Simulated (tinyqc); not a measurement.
Kink density above f_c: Frenkel-Kontorova chain: a misfit dislocation (kink) in a monolayer on a periodic substrate. Computed by tinyqc, a small Python program. Command: `OMP_NUM_THREADS=1 python tinyqc.py 3016004 3016005 out.jsonl fkchain walk`. One thread of a shared host (Intel(R) Xeon(R) Processor @ 2.30GHz), about 0.02 s of CPU time with the checks.

E = sum_j [(k/2)(x_(j+1) - x_j - b)^2 + (W/2)(1 - cos(2 pi x_j/a))], x_j = a (j + u_j). A kink takes u from 0 to 1: the chain is stretched by one period and has one atom fewer than wells.

Inputs (values chosen for the exercise, for a model overlayer):
```
quantity,value,unit
spring constant k,6.5,eV/angstrom^2
substrate period a,3.53,angstrom
corrugation W,4.9,eV
misfit f = (b - a)/a,0.2,-
atomic mass M,143,u
```

Constants: nu for 1 eV/(angstrom^2 u) = 15.6333042 THz.

Method. l0 = sqrt(k a^2/(2 W)); kink u(j) = (2/pi) arctan exp(pi j/l0); kink energy at f = 0: E0 = (4/pi) W l0; with misfit E0 - k a^2 f; kinks become favourable at f_c = 2/(pi l0), and a coherent chain with free ends loses stability at f_m = 1/l0. Lowest vibration of the flat chain: nu0 = 15.6333042 THz x sqrt(2 pi^2 W/(a^2 M)). Frank and van der Merwe: the modulus q solves f = 2 E(q)/(pi l0 q), and the kinks per atom are pi/(2 l0 q K(q)), with the complete elliptic integrals K and E; strain left = f - density (for f above f_c = 2/(pi l0)).

critical misfit f_c = 0.221443

kink width l0 = 2.87487

Continuum ground state:
```
f,q,kinks per atom,strain left
0.2226,0.99895,0.12233,0.10027
0.2259,0.99525,0.14749,0.07841
0.2325,0.98671,0.17207,0.06043
0.2436,0.97072,0.19824,0.04536
0.2657,0.93627,0.23536,0.03034
0.3100,0.86550,0.29296,0.01704
0.3765,0.76727,0.36753,0.00897
0.4872,0.63528,0.48318,0.00402
```

What follows from these numbers?

0.52 % above f_c the density is already 0.55 of f: kinks repel only exponentially, so they flood in, as 1/|ln(f - f_c)|. At 2.2 f_c they take up 99.2 % of the misfit and the layer floats nearly free. Caution: a corrugation above 1 eV is larger than real overlayers usually show; it is chosen to keep the kink narrow. Caution: for l0 below about 3 the kink spans few atoms, and the continuum kink energy is off by about 2 per cent or more.
